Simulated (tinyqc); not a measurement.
# Metal-interlayer-semiconductor contact, depinning against tunnelling resistance: two studies

Zero bias, n-type semiconductor. Gap states at the semiconductor surface thin out as exp(-be ti), which unpins the barrier; electrons must then cross the interlayer (a rectangular barrier, no voltage drop across it) and the parabolic depleted layer, both by WKB. Energies E are counted from the Fermi level; no image force, parabolic bands.

Parameters, values chosen for the exercise; semiconductor values close to those of silicon; interlayer mass of the order of that in strontium titanate, offset chosen freely: temperature T = 300 K; band gap Eg = 1.11 eV; relative permittivity eps_r = 11.6; electron affinity chi = 4.19 eV; conduction-band density of states at T Nc = 2.8e19 cm^-3; tunnelling mass in the semiconductor mt = 0.195 m0; Richardson mass mA = 2 m0; donor density Nd = 1.5e20 cm^-3; charge-neutrality level above the valence band E0 = 0.37 eV; pinning factor without interlayer S0 = 0.27; metal work function phiM = 4.25 eV; interlayer thickness ti = 1.6 nm; conduction-band offset of the interlayer above the semiconductor dE = 0.18 eV; tunnelling mass in the interlayer mi = 0.6 m0; decay constant of gap states through the interlayer be = 5 1/nm.

Constants: q = 1.602176634e-19 C, kB = 1.380649e-23 J/K, eps0 = 8.8541878128e-12 F/m, hbar = 1.054571817e-34 J s, h = 6.62607015e-34 J s, m0 = 9.1093837015e-31 kg, Vt = kB T/q, hbar^2/(2 m0) = 0.0380998212 eV nm^2. Results are converted to the units shown.

Each table varies one quantity; the others keep the values above.

## Contact resistivity against the interlayer thickness

S = 1/(1 + (1/S0 - 1) exp(-be ti)); phiB = S (phiM - chi) + (1 - S)(Eg - E0); xi = Ec - EF deep inside, from Nd = Nc F(-xi/Vt), F(x) = (2/sqrt(pi)) int_0^infinity sqrt(u) du/(1 + exp(u - x)); band bending U = phiB - xi; E00 = (hbar/2) sqrt(Nd/(eps0 eps_r mt m0)) in volts; A = 4 pi q mA m0 kB^2/h^3. With U = phiB - xi: for xi < E < phiB, y = (E - xi)/U and G1 = (U/E00) [sqrt(1 - y) - y ln((1 + sqrt(1 - y))/sqrt(y))], G1 = 0 above phiB; G2 = 2 ti sqrt(mi max(phiB + dE - E, 0)/C), C = hbar^2/(2 m0); f = 1/(1 + exp(E/Vt)); 1/rho_c = (A T^2/Vt^2) times the integral of exp(-G1 - G2) f over E from xi upwards. Shares under 0.001 % are printed as 0; rows without band bending are left out.

The same in every row: E00/Vt = 5.85.

Contact resistivity against the interlayer thickness:
```
ti (nm),S,phiB (eV),rho_c (ohm cm^2),rho_c with G2 = 0 (ohm cm^2),peak of the integrand (eV),share above phiB (%)
0,0.270,0.556,9.28e-9,9.28e-9,-0.0211,0
0.2,0.501,0.399,1.20e-8,3.54e-9,-0.0210,0
0.4,0.732,0.242,1.12e-8,1.39e-9,-0.0212,0.0235
0.6,0.881,0.141,1.22e-8,7.84e-10,-0.0204,0.703
0.8,0.953,0.0921,1.79e-8,6.06e-10,-0.0182,3.66
1,0.982,0.0722,3.22e-8,5.49e-10,-0.0150,7.80
1.2,0.993,0.0645,6.40e-8,5.29e-10,-0.0113,11.6
1.4,0.998,0.0617,1.32e-7,5.22e-10,-0.00744,15.4
1.6,0.999,0.0606,2.73e-7,5.20e-10,-0.00352,19.8
```

What does the comparison show?

As ti goes from 0 to 1.6, phiB falls from 0.556 to 0.0606 eV and rho_c moves up and down between 9.28e-9 and 2.73e-7 ohm cm^2. No thickness listed beats the bare contact: tunnelling through the layer costs more than the change of the barrier gains. The ratio of rho_c to its value with G2 = 0 runs from 1.00 to 526.

## Contact resistivity against the decay constant of gap states through the interlayer

Same model as above.

The same in every row: E00/Vt = 5.85.

Contact resistivity against the decay constant of gap states through the interlayer:
```
be (1/nm),S,phiB (eV),rho_c (ohm cm^2),rho_c with G2 = 0 (ohm cm^2),peak of the integrand (eV),share above phiB (%)
1,0.647,0.300,1.30e-5,1.95e-9,-0.00279,0.0922
2,0.901,0.128,8.59e-7,7.30e-10,-0.00294,4.81
3,0.978,0.0748,3.50e-7,5.56e-10,-0.00330,14.8
4,0.996,0.0630,2.85e-7,5.26e-10,-0.00347,18.9
5,0.999,0.0606,2.73e-7,5.20e-10,-0.00352,19.8
6,1.00,0.0601,2.71e-7,5.18e-10,-0.00352,20.0
7,1.00,0.0600,2.70e-7,5.18e-10,-0.00353,20.0
8,1.00,0.0600,2.70e-7,5.18e-10,-0.00353,20.0
```

As be goes from 1 to 8, phiB falls from 0.300 to 0.0600 eV and rho_c falls from 1.30e-5 to 2.70e-7 ohm cm^2. The ratio of rho_c to its value with G2 = 0 runs from 6680 to 522.

Range of the model: The depletion charge would drop about 0.049 V across such an interlayer (eps_r near 100) at ti = 1.6 nm and Nd = 1.5e20 cm^-3, against a band bending of 0.15 V; this model leaves that drop out.

Program tinyqc, `OMP_NUM_THREADS=1 python tinyqc.py 2270155 2270156 out.jsonl`; Intel Xeon 2.30GHz, shared host, one thread, about 0.04 s.
